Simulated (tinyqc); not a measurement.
Raman shift of the zone-centre optical phonon of a diamond-structure crystal under stress: one step, computed by the program tinyqc.

Axes x, y, z are the cube axes. Strain shifts the threefold optical mode and can split it; p, q and r are the phonon deformation potentials.

Question. Stress and strain tensors. Equal biaxial stress in the plane normal to the axis (unit vector n): sigma_ij = sigma (delta_ij - n_i n_j). eps_xx = S11 sigma_xx + S12 (sigma_yy + sigma_zz), and cyclic; eps_xy = S44 sigma_xy/2 (tensor strain).

Inputs (values chosen for the exercise, modelled on germanium): stress sigma (tension positive) = 0.41 GPa.

Stress state: biaxial. Axis: [001].

S44 = 15.03307 1/TPa

S11 = 9.709765 1/TPa

S12 = -2.638963 1/TPa

Give: stress; strain; volume strain.

Answer.

stress (GPa):
```
      x     y     z
x  0.41  0.00  0.00
y  0.00  0.41  0.00
z  0.00  0.00  0.00
```

strain (per mille):
```
       x      y       z
x  2.899  0.000   0.000
y  0.000  2.899   0.000
z  0.000  0.000  -2.164
```

volume strain = 3.634 per mille
